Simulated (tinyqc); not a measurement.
# CMOS inverter, nodal equation and switching, step by step

Computed by the program tinyqc: `OMP_NUM_THREADS=1 python tinyqc.py 2340155 2340156 out.jsonl`, one thread of a shared Intel Xeon 2.30GHz, about 0.05 s for the whole run. Printed values are rounded.

An n-channel pull-down (bn, VTn) and a p-channel pull-up (bp, VTp) share the input Vin and the output node Vout, which carries the load C. Transistor (EKV form, voltages against the body): I = 2 n b Vt^2 [F(vp - Vs) - F(vp - Vd)] from drain to source, F(v) = ln^2(1 + exp(v/(2 Vt))), vp = (Vg - VT + sg |Vd - Vs|)/n. n-channel bodies are at 0; for the p-channel device all voltages are counted down from Vdd. b in uA/V^2 gives I in uA. Static: In = Ip. Transient: C dVout/dt = Ip - In. No velocity saturation, no gate capacitance beyond C.

Values chosen for this exercise: temperature T = 300 K; supply voltage Vdd = 1.2 V; slope factor n = 1.16; drain-induced barrier lowering sg = 0.086; n-channel threshold VTn = 0.27 V; p-channel threshold (magnitude) VTp = 0.3 V; gain factor of the pull-down transistor bn = 730 uA/V^2; gain factor of the pull-up transistor bp = 730 uA/V^2; load capacitance C = 0.97 fF; input voltage Vin = 0.53 V; time step dt = 0.5 ps.

Constants: q = 1.602176634e-19 C, kB = 1.380649e-23 J/K, Vt = kB T/q. Results are converted to the units shown.

## Iteration 1: output voltage by Newton steps

Vout at the start = 0.6 V

f = In - Ip at (Vin, Vout); G = df/dVout by a central difference with +/- 1e-6 V; Vout(new) = Vout - f/G, the step limited to +/- 0.1 V.

In = 30.6163 uA
Ip = 55.9428 uA
G = 39.5932 uS
Vout after iteration 1 = 0.7 V

## Iteration 2: output voltage by Newton steps

As before.

In = 32.3189 uA
Ip = 53.6823 uA
G = 39.7358 uS
Vout after iteration 2 = 0.8 V

## Course of the iteration: output voltage by Newton steps

Stop when Vout changes by less than 1e-9 V, or after 30 iterations.

Course of the iteration:
```
iteration  Vout (V)  |change| (V)
1               0.7         0.100
2               0.8         0.100
3               0.9         0.100
4                 1         0.100
5           1.01056        0.0106
6           1.01028       2.85e-4
7           1.01028       2.08e-7
8           1.01028      1.11e-13
```

Converged in 8 iterations. At the end the number of correct digits about doubles with each step.

## Transfer curve

Vin, point 0 to 10 (V): [0, 0.12, 0.24, 0.36, 0.48, 0.6, 0.72, 0.84, 0.96, 1.08, 1.2]

For each Vin solve In = Ip; gain = dVout/dVin.

Vout, point 0 to 10 (V): [1.19999, 1.19972, 1.19488, 1.16940, 1.09082, 0.42594, 0.08063, 0.02105, 0.00279, 0.00012, 0.00000]
supply current, point 0 to 10 (uA): [0.0040919, 0.16098, 2.4572, 11.723, 29.115, 42.312, 24.119, 8.6003, 1.4049, 0.068041, 0.0015404]
gain, point 0 to 10: [0.000, -0.008, -0.097, -0.364, -1.113, -11.475, -0.814, -0.276, -0.060, -0.004, 0.000]

The switching point Vin = Vout lies at 0.5862 V, with a gain of -11.6. The current peaks at 42.3 uA among the points, against 0.0041 and 0.0015 uA of leakage at the ends.

## Switching point and noise margins

VM solves In = Ip with Vin = Vout. VIL and VIH are the inputs at which the gain is -1; NML = VIL - Vout(VIH), NMH = Vout(VIL) - VIH.

VM = 0.58619 V
gain at VM = -11.627
VIL = 0.47029 V
VIH = 0.69971 V
NML = 0.37136 V
NMH = 0.40136 V

VM lies 14 mV below Vdd/2, and the high margin is the larger one. With both transistors saturated the size of the gain tends to 1/sg = 11.6; here it is within 0.01 % of that.

## Step 1: one time step of the falling output

Vout at t = 0 = 1.2 V

The input steps to Vdd at t = 0; I = In - Ip. Trapezoidal rule: V(new) = V - (dt/C)[I(V) + I(V(new))]/2, solved for V(new); 1 ps uA/fF = 1 mV.

I(V) = 335.895 uA
I(V(new)) = 326.415 uA
Vout after step 1 = 1.02930 V

## Step 2: one time step of the falling output

As before.

I(V) = 326.415 uA
I(V(new)) = 316.766 uA
Vout after step 2 = 0.863533 V

## Delays and energy

For a step input the delay to Vdd/2 is tHL = C times the integral of dV/(In - Ip) from Vdd/2 to Vdd at Vin = Vdd, and tLH likewise with Ip - In from 0 to Vdd/2 at Vin = 0. Energy drawn for one full cycle of the output: C Vdd^2. Leakage power: Vdd times the mean of the supply currents at Vin = 0 and Vdd.

tHL = 1.84998 ps
tLH = 1.95912 ps
energy = 1.39680 fJ
leakage power = 3.37943 nW

Time steps as above cross Vdd/2 at 1.86 ps by linear interpolation, 0.51 % above tHL. tLH/tHL = 1.06, with bn/bp = 1.00.
